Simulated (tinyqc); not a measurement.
From results back to parameters: one-oscillator model of a band gap. Four cases, with inputs chosen for the exercise.

Problem. A gap follows E(T) = E0 - s1 t1/(exp(t1/T) - 1) with the zero-point term ZP = s1 t1/2, which scales as M^(-1/2). The shift of E0 on going from M to M + dM and the limiting slope at high T are given.

Find: sqrt(M/(M + dM)); ZP; t1.

Method. The shift is ZP (1 - sqrt(M/(M + dM))); then t1 = 2 ZP/s1.

Case 1.

Values chosen (out of a larger set: near those of InP; not measured data): M = 72.82 u (mean atomic mass); dM = 4.64 u (change of the mean mass (not bounded by the natural isotopes)).

shift of E0 = 1.607882 meV
limiting slope s1 = 0.399 meV/K

Solution.

sqrt(M/(M + dM)) = 0.969587
ZP = 52.87 meV
t1 = 265 K

Case 2.

Values chosen (out of a larger set: near those of GaAs; not measured data): M = 72.31 u (mean atomic mass); dM = 1.61 u (change of the mean mass (not bounded by the natural isotopes)).

shift of E0 = 0.607840 meV
limiting slope s1 = 0.455 meV/K

Solution.

sqrt(M/(M + dM)) = 0.989050
ZP = 55.51 meV
t1 = 244 K

Case 3.

Values chosen (out of a larger set: near those of InAs; not measured data): M = 94.9 u (mean atomic mass); dM = 1.13 u (change of the mean mass (not bounded by the natural isotopes)).

shift of E0 = 0.136938 meV
limiting slope s1 = 0.283 meV/K

Solution.

sqrt(M/(M + dM)) = 0.994099
ZP = 23.21 meV
t1 = 164 K

Case 4.

Values chosen (out of a larger set: near those of SiC; not measured data): M = 20.06 u (mean atomic mass); dM = 1.39 u (change of the mean mass (not bounded by the natural isotopes)).

shift of E0 = 6.040929 meV
limiting slope s1 = 0.518 meV/K

Solution.

sqrt(M/(M + dM)) = 0.967056
ZP = 183.37 meV
t1 = 708 K

Computed by tinyqc, one run a case: `OMP_NUM_THREADS=1 python tinyqc.py N N+1 out.jsonl` with N = 1880579, 1880592, 1880611, 1880618; one thread of a shared Intel(R) Xeon(R) Processor @ 2.30GHz, about 0.01 s a run at most.
